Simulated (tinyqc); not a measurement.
Gap and screening length from two transmissions.

Problem. At the source junction of a tunnel FET, T(w) = exp(-S), S = 2 pi lam sqrt(m/(C Eg)) [w + Eg/2 - sqrt(w (w + Eg))], C = hbar^2/(2 m0). Find Eg (between 0.1 and 3 eV) and lam.

Parameters, values chosen for the exercise:

| symbol | value | unit | meaning |
|---|---|---|---|
| m | 0.084 | m0 | band-edge mass of the two-band model |

Constants: q = 1.602176634e-19 C, hbar = 1.054571817e-34 J s, m0 = 9.1093837015e-31 kg, hbar^2/(2 m0) = 0.0380998212 eV nm^2. Results are converted to the units shown.

T(w) at w = 0.05 and 0.32 eV: 2.6027826e-5  0.0024336775

Solution. The ratio of the two exponents depends on Eg alone and falls steadily with it, which fixes Eg; either exponent then gives lam.

ratio of the two S = 1.754
Eg = 1.320 eV
lam = 2.900 nm

Numbers from tinyqc (`OMP_NUM_THREADS=1 python tinyqc.py 2620111 2620112 out.jsonl`; about 0.02 s on one thread of a shared Intel Xeon 2.30GHz).
